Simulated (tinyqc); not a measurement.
# One-sided p+-n junction, ionisation integral and breakdown: two studies

A p+ layer at x < 0 and an n drift layer from x = 0. Depletion approximation, built-in voltage neglected. Local ionisation coefficients alpha_n = an exp(-(bn/E)^mx), alpha_p = ap exp(-(bp/E)^mx). Electrons move towards +x, holes towards x = 0.

Parameters, values chosen for the exercise; material values close to those of 4H silicon carbide:
- eps_r = 9.78 (relative permittivity)
- an = 1.87e8 1/cm (prefactor of the electron ionisation coefficient)
- bn = 3.46e7 V/cm (field constant for electrons)
- ap = 3.43e8 1/cm (prefactor of the hole ionisation coefficient)
- bp = 2.54e7 V/cm (field constant for holes)
- mx = 1 (exponent)
- mu = 852 cm^2/(V s) (electron mobility of the drift layer)
- N = 5.3e15 cm^-3 (donor density of the drift layer)

Constants: q = 1.602176634e-19 C, eps0 = 8.8541878128e-14 F/cm where lengths are in cm. Results are converted to the units shown.

Each table varies one quantity; the others keep the values above.

## Multiplication against voltage

W = sqrt(2 eps0 eps_r V/(q N)), peak field E0 = q N W/(eps0 eps_r), falling linearly to 0 at W. G(x) = integral from 0 to x of (alpha_n - alpha_p); I_n = integral of alpha_n exp(-G) (electrons injected at x = 0), I_p = integral of alpha_p exp(G(end) - G) (holes injected at the far edge); M = 1/(1 - I). Integrals on a fine grid; BV is where I_n = 1. Here BV = 3486.31 V; the Miller exponent is n = ln(1 - 1/M)/ln(V/BV).

Results:
```
V (V)  E0 (kV/cm)      I_n      I_p   M_n   M_p  Miller n, electrons  Miller n, holes
1390       1.65e3  1.09e-5  0.00694  1.00  1.01                 12.4             5.41
1740       1.85e3  1.28e-4   0.0432  1.00  1.05                 12.9             4.52
2090       2.02e3  8.30e-4    0.160  1.00  1.19                 13.9             3.58
2440       2.19e3  0.00401    0.403  1.00  1.67                 15.5             2.55
2790       2.34e3   0.0181    0.712  1.02  3.48                 18.0             1.52
3210       2.51e3    0.151    0.954  1.18  21.6                 22.9            0.574
3350       2.56e3    0.367    0.985  1.58  66.8                 25.1            0.378
3430       2.59e3    0.649    0.995  2.85   209                 26.6            0.294
```

Estimate the missing row, V = 3000 V.

Computed row:
```
V (V)  E0 (kV/cm)     I_n    I_p   M_n   M_p  Miller n, electrons  Miller n, holes
3000       2.43e3  0.0484  0.862  1.05  7.25                 20.2            0.988
```

With this row back in the table: M_n rises from 1.000 to 2.85 and M_p from 1.007 to 209; both diverge at BV. The Miller exponent for electrons rises from 12.4 to 26.6 and that for holes falls from 5.41 to 0.294, so one exponent describes neither over the whole range. The larger multiplication belongs to holes, whose coefficient at the peak field of the last row is 63.7 times the other.

## Effect of the drift doping

Same model as above.

Specific on-resistance Ron = W/(q mu N) with constant mobility and full ionisation.

Effect of the drift doping:
```
N (cm^-3)  BV (V)  E0 at BV (kV/cm)  W at BV (um)  Ron (mohm cm^2)  BV^2/Ron (MW/cm^2)  eps0 eps_r mu E0^3/4 (MW/cm^2)
4.4e14     2.89e4            2.17e3           266              444              1.88e3                          1.88e3
8.5e14     1.64e4            2.27e3           145              125              2.17e3                          2.17e3
1.6e15     9.58e3            2.38e3          80.4             36.8              2.49e3                          2.49e3
3.1e15     5.47e3            2.51e3          43.7             10.3              2.90e3                          2.90e3
6e15       3.14e3            2.64e3          23.8             2.91              3.40e3                          3.40e3
1.2e16     1.76e3            2.80e3          12.6            0.770              4.05e3                          4.05e3
2.2e16     1.07e3            2.95e3          7.25            0.241              4.74e3                          4.74e3
4.2e16        631            3.13e3          4.03           0.0703              5.67e3                          5.67e3
```

Read the table: what changes, and by how much?

BV falls from 28900 to 631 V while the critical field rises from 2170 to 3130 kV/cm. BV goes as N^(-0.86) between the first two rows and N^(-0.82) between the last two (a coefficient proportional to E^7 gives -0.75 without punch-through). Ron goes as BV^(2.29) over the table; the last two columns agree since BV = E0 W/2 and N = eps0 eps_r E0/(q W).

Program tinyqc, `OMP_NUM_THREADS=1 python tinyqc.py 2120054 2120055 out.jsonl`; Intel Xeon 2.30GHz, shared host, one thread, about 0.07 s.
